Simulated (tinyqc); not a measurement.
From results back to parameters: exciton in an atomically thin sheet (Rytova-Keldysh potential). Three cases, with inputs chosen for the exercise.

Problem. The spacing of the 1s and 2s lines was computed from a hidden kap.

Relative motion in the plane with V(k) = -2 pi q/(k (kap + r0 k)), q = e^2/(4 pi eps0), c = hbar^2/2m0. Normalised Gaussians exp(-a_i r^2): with A = a_i + a_j, S_ij = 2 sqrt(a_i a_j)/A, T_ij = (4c/mu)(a_i a_j/A) S_ij, V_ij = -q S_ij times the integral over k from 0 to infinity of exp(-k^2/4A)/(kap + r0 k).

Converged values use 20 Gaussians with exponents 2^i/b^2, i = -11 to 8, b the larger of a0 kap/(2 mu) and sqrt(a0 r0/mu), a0 = 0.5291772 angstrom; p states use r exp(i theta) exp(-a r^2).

Constants: hbar^2/2m0 = 3.80998211 eV angstrom^2; e^2/(4 pi eps0) = 14.39964547 eV angstrom.

Find: kap; 1s binding.

Method. The spacing falls steadily as kap grows, so bisection on kap finds one value; the binding follows from the same solution.

Case 1.

Values chosen (out of a larger set: near those of a WS2 monolayer; not measured data): r0 = 35.8 angstrom (screening length of the sheet).

mu = 0.17577 m0
2s - 1s = 320.47 meV

Solution.

kap = 1.00
1s binding = 560 meV

Case 2.

Values chosen (out of a larger set: near those of a MoS2 monolayer; not measured data): r0 = 37.8 angstrom (screening length of the sheet).

mu = 0.25377 m0
2s - 1s = 151.65 meV

Solution.

kap = 4.50
1s binding = 198 meV

Case 3.

Values chosen (out of a larger set: near those of a MoSe2 monolayer; not measured data): r0 = 54.1 angstrom (screening length of the sheet).

mu = 0.27858 m0
2s - 1s = 178.31 meV

Solution.

kap = 2.45
1s binding = 277 meV

Computed by tinyqc, one run a case: `OMP_NUM_THREADS=1 python tinyqc.py N N+1 out.jsonl` with N = 1280025, 1280156, 1280261; one thread of a shared Intel(R) Xeon(R) Processor @ 2.30GHz, about 0.05 s a run at most.
